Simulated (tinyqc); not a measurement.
Keating valence-force model of a tetrahedral crystal: one step, computed by the program tinyqc.

Atom A sits at 0 and atom B at a/4 (1,1,1) of an fcc lattice; the four bonds from A are t = a/4 (1,1,1), a/4 (1,-1,-1), a/4 (-1,1,-1), a/4 (-1,-1,1), of length d = sqrt(3) a/4. Energy: E = (3 alpha/(8 d^2)) sum over bonds (r.r - d^2)^2 + (3 beta/(8 d^2)) sum over pairs of bonds at one atom (r_i.r_j + d^2/3)^2, with beta_A for the six pairs at A and beta_B for the six at B. The cell holds two atoms, Omega = a^3/4. 1 N/m = 1 J/m^2. With constants fitted to the elastic moduli this model puts optical and zone-boundary frequencies of real crystals too high, by up to about 20 % in elemental crystals and up to about 50 % in compounds, and mostly by more for TA modes; in compounds the lattice part of the static dielectric constant then comes out too low.

Question. Frequencies at q. Diagonalise the Hermitian matrix D. An eigenvalue lambda of D in eV/(angstrom^2 u) gives nu = 15.6333042 THz x sqrt(lambda). The weight on A is the sum of |e|^2 over the three components of atom A.

Structure: zinc blende.

D(q) (eV/(angstrom^2 u)), lower triangle (Hermitian):
```
,A x,A y,A z,B x,B y,B z
A x,0.1198199
A y,0.0016095-0.0021635i,0.1106247
A z,0.0011181-0.0033603i,0.0009136-0.0003011i,0.1111557
B x,-0.0803958-0.0136267i,0.0454264+0.0133908i,0.0296574+0.0205108i,0.4442273
B y,0.0454264+0.0133908i,-0.0803958-0.0136267i,0.0045847+0.1326796i,0.0059670+0.0080210i,0.4101365
B z,0.0296574+0.0205108i,0.0045847+0.1326796i,-0.0803958-0.0136267i,0.0041452+0.0124583i,0.0033870+0.0011164i,0.4121050
```

Constants: nu for 1 eV/(angstrom^2 u) = 15.6333042 THz.

Give: frequencies; weights on atom A.

Answer.

frequencies (THz): [2.828, 3.202, 4.953, 10.398, 10.885, 11.119]

weights on atom A: [0.82926, 0.84125, 0.95080, 0.06646, 0.17135, 0.14089]
